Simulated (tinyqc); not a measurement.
# Vertical double-diffused power MOSFET, components of the on-resistance: what changes with what

Stripe cells of pitch Wp + a, two channels a cell. Current flows through the channels, spreads in the accumulation layer, passes the gap between the p bodies and spreads at 45 degrees into the drift layer below them. Low drain voltage, full ionisation.

Values chosen for this exercise; bulk values close to those of 4H silicon carbide:
```
symbol  value                    unit                                             meaning
T         450                       K                                         temperature
eps_r    9.82                                                       relative permittivity
Kc      22800  V/cm per (cm^-3)^(1/8)                             critical-field constant
BV        900                       V          rated breakdown voltage of the drift layer
mud       797              cm^2/(V s)                             drift mobility at 300 K
bt        2.2                                  temperature exponent of the drift mobility
tox        44                      nm                    gate oxide thickness (eps_r 3.9)
Vov        13                       V                                      gate overdrive
mch        26              cm^2/(V s)                                    channel mobility
mac        56              cm^2/(V s)                         accumulation-layer mobility
Lc        0.9                      um                                      channel length
Wp        5.8                      um  width of the p body in one cell, channels included
a         4.7                      um                   gap between neighbouring p bodies
xp        1.3                      um                                 depth of the p body
Nj          3                                     doping of the gap over the drift doping
Vbi      2.79                       V               built-in voltage of the body junction
Rs       0.11               mohm cm^2                    substrate and contact resistance
```

Constants: q = 1.602176634e-19 C, eps0 = 8.8541878128e-14 F/cm where lengths are in cm. Results are converted to the units shown.

Each table varies one quantity; the others keep the values above.

## On-resistance against the width of the p body in one cell

Triangular field at breakdown with Ec = Kc N^(1/8): BV = eps0 eps_r Ec^2/(2 q N), so N = (eps0 eps_r Kc^2/(2 q BV))^(4/3); W = 2 BV/Ec; mu = mud (T/300 K)^(-bt); rho = 1/(q mu N); ideal resistance rho W. Pitch p = Wp + a, Cox = 3.9 eps0/tox; zero-bias depletion in the gap w0 = sqrt(2 eps0 eps_r Vbi/(q N Nj)), open gap g = a - 2 w0; R_ch = Lc p/(2 mch Cox Vov); R_acc = 0.6 a p/(4 mac Cox Vov), 0.6 being an empirical factor for current leaving the layer along its length; R_gap = (rho/Nj) xp p/g; spreading depth t = min(W, (p - g)/2); R_drift = (rho p/2) ln((g + 2 t)/g) + rho (W - t); R_on = the sum with Rs.

The same in every row: ideal (mohm cm^2) = 0.76886.

On-resistance against the width of the p body in one cell:

| Wp (um) | R_ch (mohm cm^2) | R_acc (mohm cm^2) | R_gap (mohm cm^2) | R_drift (mohm cm^2) | R_on (mohm cm^2) | largest term |
|---|---|---|---|---|---|---|
| 2.4 | 1.2045 | 0.87610 | 0.076361 | 0.81125 | 3.0782 | channel |
| 3.1 | 1.3232 | 0.96248 | 0.083890 | 0.83204 | 3.3116 | channel |
| 4 | 1.4759 | 1.0735 | 0.093569 | 0.86358 | 3.6166 | channel |
| 5.1 | 1.6625 | 1.2093 | 0.10540 | 0.90873 | 3.9959 | channel |
| 6.6 | 1.9170 | 1.3944 | 0.12153 | 0.98062 | 4.5235 | channel |
| 8.5 | 2.2393 | 1.6288 | 0.14197 | 1.0866 | 5.2066 | channel |
| 11 | 2.6634 | 1.9373 | 0.16885 | 1.2476 | 6.1272 | channel |
| 14 | 3.1723 | 2.3075 | 0.20112 | 1.4683 | 7.2592 | channel |

R_on rises from 3.08 to 7.26 mohm cm^2. The channel term is the largest at Wp = 2.4 and in all other rows. R_on is 4.00 times the ideal drift resistance in the first row and 9.44 times in the last.

## On-resistance against the channel mobility

Same model as above.

The same in every row: R_acc (mohm cm^2) = 1.296; R_gap (mohm cm^2) = 0.1129; R_drift (mohm cm^2) = 0.9409; ideal (mohm cm^2) = 0.7689.

On-resistance against the channel mobility:

| mch (cm^2/(V s)) | R_ch (mohm cm^2) | R_on (mohm cm^2) | largest term |
|---|---|---|---|
| 5 | 9.262 | 11.72 | channel |
| 10 | 4.631 | 7.091 | channel |
| 20 | 2.316 | 4.775 | channel |
| 40 | 1.158 | 3.617 | accumulation |
| 70 | 0.6616 | 3.121 | accumulation |
| 100 | 0.4631 | 2.923 | accumulation |
| 300 | 0.1544 | 2.614 | accumulation |
| 500 | 0.09262 | 2.552 | accumulation |

R_on falls from 11.7 to 2.55 mohm cm^2. The channel term is the largest at mch = 5, the accumulation term from 40 on. R_on is 15.2 times the ideal drift resistance in the first row and 3.32 times in the last.

tinyqc, about 0.01 s, one thread, Intel Xeon 2.30GHz (shared host): `OMP_NUM_THREADS=1 python tinyqc.py 2230070 2230071 out.jsonl`
